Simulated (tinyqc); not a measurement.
Van der Pauw, Hall and four-point-probe measurements on a doped layer: correction factor against the shape of the sample.

A uniform n-type layer with sheet resistance Rs = 1/(q ns mu), point contacts, low field (mu B small).

Rs = 1/(q ns mu). For a rectangle with contacts at the corners, RA = (8 Rs/pi) sum_(k>=0) ln coth((2k + 1) pi a/(2 b)) with current along a short side b and voltage along the opposite one, RB the same with a and b exchanged. ar = a/b. F = Rs/[(pi/ln 2)(RA + RB)/2]; small-asymmetry estimate 1 - (ln 2/2) d^2 - ((ln 2)^2/4 - (ln 2)^3/12) d^4 with d = (RB - RA)/(RB + RA).

Values chosen for this exercise: sheet density of the layer ns = 7.8e12 cm^-2; drift mobility mu = 350 cm^2/(V s).

Constants: q = 1.602176634e-19 C. Results are converted to the units shown.

Result of one run:
```
RA (ohm)  RB (ohm)   RB/RA        F  estimate of F
57.586      1874.6  32.554  0.52212        0.62128
```

Which side ratio a/b of a rectangular sample with corner contacts ar gave this result: 1.34, 1.69, 2.37 or 2.71?

ar = 1.69.

The whole series:
```
ar    RA (ohm)  RB (ohm)   RB/RA        F  estimate of F
1       504.43    504.43  1.0000   1.0000         1.0000
1.34    172.97    1130.4  6.5355  0.77403        0.78609
1.69    57.586    1874.6  32.554  0.52212        0.62128
2.03    19.789    2633.3  133.07  0.38027        0.57672
2.37    6.8003    3404.1  500.59  0.29577        0.56529
2.71    2.3369    4179.2  1788.4  0.24126        0.56225
3.06   0.77823    4978.6  6397.4  0.20261        0.56140
3.4    0.26743    5755.7   21522  0.17527        0.56116
```

RB/RA rises from 1.00 to 21500 and F falls from 1.00 to 0.175. The estimate is 19 % above F at a/b = 1.69 and 3.20 times it in the last row. RA shrinks about as exp(-pi a/b): by a factor of 2.91 between the last two rows, against 2.91.

tinyqc, about 0.01 s, one thread, Intel Xeon 2.30GHz (shared host): `OMP_NUM_THREADS=1 python tinyqc.py 2850183 2850184 out.jsonl`
